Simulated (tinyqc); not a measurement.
Tunnelling through a thin dielectric with one trap, as a tight-binding chain: sweeps and comparisons. A value that a table varies takes the place of the one given here.

Hopping -t everywhere, t = c/(m a^2), c = hbar^2/2m0; lead sites at 2t (band bottom 0), barrier sites 1 to N at 2t + phi, and site j has U besides. No voltage. Leads give S = -t exp(ika) on sites 1 and N, cos(ka) = 1 - E/(2t). T = (2 t sin(ka))^2 |G_1N|^2, G = (E - H - S)^-1. In the barrier cosh(q a) = 1 + (phi - E)/(2t).

Resonance: the lowest eigenvalue of H + S(E), iterated until its real part equals E (40 rounds from Eb = phi + 2t - sqrt(4t^2 + U^2), the level in an endless barrier). With v the normalised squared amplitudes of that state, Gamma_L = 2 t sin(ka) v_1, Gamma_R = 2 t sin(ka) v_N; Breit-Wigner T = Gamma_L Gamma_R/((E - Er)^2 + (Gamma_L + Gamma_R)^2/4).

Constants: hbar^2/2m0 = 3.80998211 eV angstrom^2.

Inputs chosen for the exercise (barrier and mass of the size used for Al2O3 on silicon; not measured data): a = 2 angstrom (site spacing); m = 0.32 m0 (mass, the same in leads and barrier); phi = 1.94 eV (conduction edge of the barrier above that of the leads); N = 10 (barrier sites); j = 5 (site of the trap); U = -3.16 eV (extra energy on the trap site); E = 1 eV (electron energy).

## Transmission around the level

Er = 1.15801 eV

widths (meV): left 30.407, right 10.995

Energies Er + x (Gamma_L + Gamma_R).

T:
```
x     E (eV)     chain  Breit-Wigner   no trap
-8.0  0.8268  0.000810       0.00304  2.33e-05
-3.0  1.0338    0.0130        0.0211  7.22e-05
-1.0  1.1166     0.134         0.156  0.000115
-0.5  1.1373     0.361         0.390  0.000129
0.0   1.1580     0.779         0.780  0.000146
0.5   1.1787     0.428         0.390  0.000164
1.0   1.1994     0.187         0.156  0.000185
3.0   1.2822    0.0355        0.0211  0.000303
8.0   1.4892    0.0121       0.00304   0.00113
```

How do the results move?

At Er the chain gives 0.779, 5.34e+03 times the value without trap, and Breit-Wigner 0.780. In the wings the single pole gives 3.75 times the chain value at x = -8 and 0.252 times at x = 8, because the widths and the level shift change with energy.

## Where a trap does most harm

The trap is moved through the barrier. The area under the resonance, 2 pi Gamma_L Gamma_R/(Gamma_L + Gamma_R), sets the current through it.

Against position:
```
j  Er (eV)  Gamma_L (meV)  Gamma_R (meV)    peak  area (meV)
3   1.1673            252           1.59  0.0249        9.94
4   1.1619           86.3           4.10   0.173        24.6
5   1.1580           30.4           11.0   0.780        50.7
6   1.1580           11.0           30.4   0.780        50.7
7   1.1619           4.10           86.3   0.173        24.6
8   1.1673           1.59            252  0.0249        9.94
```

How do the results move?

The area is largest at j = 5 and 6 (50.7 meV) and 5.1 times smaller at j = 3: the slower of the two steps limits the current, so traps in the middle carry most. Each site towards a lead multiplies its width by about 2.77, close to exp(2 q a) = 2.77 at Eb.

## Direct against trap-assisted paths

N odd, the trap in the middle, j = (N + 1)/2. Direct T is that without trap at the energy Er; area = 2 pi Gamma_L Gamma_R/(Gamma_L + Gamma_R). The exponents are the slopes of the logarithms between the last two rows, per angstrom.

Against thickness:
```
N   N a (angstrom)  Er (eV)  direct T  area (meV)
5             10.0   1.1500    0.0225         831
7             14.0   1.1655   0.00314         281
9             18.0   1.1598  0.000406        96.7
11            22.0   1.1560  5.22e-05        34.1
13            26.0   1.1543  6.76e-06        12.2
15            30.0   1.1537  8.81e-07        4.38
17            34.0   1.1534  1.15e-07        1.58
```

exponents (1/angstrom): direct 0.5091, through the trap 0.2549

How do the results move?

The direct path falls as exp(-0.509 d) and the path through a central trap as exp(-0.255 d), 2.00 times more slowly, since each step crosses half the layer. From 5 to 17 sites the first loses 5.3 decades and the second 2.7: in thicker layers even few traps rule the leakage. Inelastic capture with phonons is left out. In the thinnest rows the resonance is as wide as its distance from the band edge, so the area is only a guide.

## What each parameter does

Resonance and log10 T at E. Each row changes one parameter from the base and keeps the others.

Results:
```
case           Er (eV)  Gamma_L (meV)  Gamma_R (meV)  log10 T
base            1.1580          30.41          11.00   -2.150
m = 0.294 m0    1.2180          40.26          15.72   -2.236
phi = 2.04 eV   1.2590          30.13          10.89   -2.750
N = 11          1.1573          30.26          3.960   -2.629
j = 4           1.1619          86.28          4.103   -2.176
U = -3.065 eV   1.2034          32.53          12.10   -2.375
```

What can be read from the table?

The largest shifts from the base row, up to three for each result and ties (the steps differ in size, so this ranks the rows, not the parameters). Er (eV): phi +0.1009, m +0.0600, U +0.0454. Gamma_L (meV): j +55.9, m +9.85, U +2.13. Gamma_R (meV): N -7.04, j -6.89, m +4.73. log10 T: phi -0.601, N -0.479, U -0.225.

tinyqc: `OMP_NUM_THREADS=1 python tinyqc.py 1481831 1481832 out.jsonl`; about 0.1 s, one thread, shared Intel(R) Xeon(R) Processor @ 2.30GHz.
